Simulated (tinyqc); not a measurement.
Spin coating of a resist or spin-on film: centrifugal thinning, evaporation and the final thickness (Emslie and Meyerhofer models): one step, computed by the program tinyqc.

A Newtonian film stays uniform over the wafer; solvent and solids have the same density and the concentration is uniform through the thickness.

Task: Rates. omega = 2 pi f/60; nu(c) = nu_s + k c^gamma; evaporation rate e = e0 sqrt(f/1000 rpm). Flow constant K = 2 omega^2/(3 nu(c0)); Reynolds number of the air omega R^2/nu_air with nu_air = 15 mm^2/s.

Inputs (values chosen for the exercise, of the order of those of a polymer resist in an ester solvent): solids volume fraction c0 = 0.15; kinematic viscosity of the solvent nu_s = 1.8 mm^2/s; viscosity constant k = 1600 mm^2/s; viscosity exponent gamma = 2.9; spin speed f = 5000 rpm; evaporation rate at 1000 rpm e0 = 0.36 micrometre/s; wafer radius R = 150 mm.

Give: omega; nu(c0); evaporation rate e; flow constant K; Reynolds number of the air.

Result:

omega = 523.6 1/s

nu(c0) = 8.328 mm^2/s

evaporation rate e = 0.8050 micrometre/s

flow constant K = 0.02195 1/(micrometre^2 s)

Reynolds number of the air = 7.854e+05

Caution: above a Reynolds number of about 3e5 the air flow near the rim turns turbulent, and evaporation is no longer uniform.
